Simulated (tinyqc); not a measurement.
Shallow donor in effective-mass theory, with valley-orbit splitting: one step. Levels and ground state. The numbers come from values chosen for the exercise (near those of a group-V donor in Si).

H (meV), rows +x, -x, +y, -y, +z, -z and columns alike:
```
[[-36.33667, -5.46000, -6.88000, -6.88000, -6.88000, -6.88000],
 [-5.46000, -36.33667, -6.88000, -6.88000, -6.88000, -6.88000],
 [-6.88000, -6.88000, -36.33667, -5.46000, -6.88000, -6.88000],
 [-6.88000, -6.88000, -5.46000, -36.33667, -6.88000, -6.88000],
 [-6.88000, -6.88000, -6.88000, -6.88000, -33.43667, -5.46000],
 [-6.88000, -6.88000, -6.88000, -6.88000, -5.46000, -33.43667]]
```

Problem. Diagonalise. For the lowest state give the amplitudes (positive) and (sum of amplitudes)^2/6, the contact density relative to no strain.

Give: levels; amplitudes; relative contact density.

Solution.

levels (meV): [-68.394, -30.877, -30.877, -28.037, -27.977, -26.059]

amplitudes: +x 0.4174, -x 0.4174, +y 0.4174, -y 0.4174, +z 0.3894, -z 0.3894

relative contact density = 0.9990

The z valleys hold 30.3 % of the ground state, against 33.3 % without strain.

(tinyqc, `OMP_NUM_THREADS=1 python tinyqc.py 1280389 1280390 out.jsonl`, Intel(R) Xeon(R) Processor @ 2.30GHz, 1 thread, shared host, about 0.01 s.)
